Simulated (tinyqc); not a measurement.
Hot electrons in a saturated n-channel MOSFET, lucky-electron model: one step of the calculation.

Beyond pinch-off the lateral field grows as Esat cosh(y/l) over the velocity-saturated region (pseudo-two-dimensional model). Impact ionisation in this region gives the substrate current, which biases the body forward through Rsub. Currents are per width. Local-field laws: they overstate ionisation when the field peak is narrower than an energy relaxation length.

Problem. Gate current, lifetime and channel shortening. Ig = Cg Id exp(-pb/(lm Em)); lifetime tau = (Hl/Id)(Isub/Id)^(-m); length of the saturated region dL = l ln[(dV/l + Em)/Esat]. 1 year = 3.15576e7 s.

Parameters, values chosen for the exercise; values close to those of silicon n-channel devices: hot-electron mean free path lm = 8.7 nm; oxide barrier pb = 3.2 V; prefactor of the gate current Cg = 0.0019; lifetime exponent m = 3.3; lifetime constant Hl = 8300 s uA/um.

Id = 58.206485 uA/um
dV = 2.3037666 V
Em = 0.37719622 MV/cm
Isub = 2.0731511 uA/um
l = 61.846584 nm
Esat = 0.059354839 MV/cm

Wanted: Isub/Id; Ig; tau; dL.

Solution.

Isub/Id = 0.035617
Ig = 6.4384 pA/um
tau = 0.27197 years
dL = 156.85 nm

The lifetime misses ten years.

Computed by the program tinyqc: `OMP_NUM_THREADS=1 python tinyqc.py 2550046 2550047 out.jsonl`, one thread of a shared Intel Xeon 2.30GHz, about 0.01 s for the whole run.
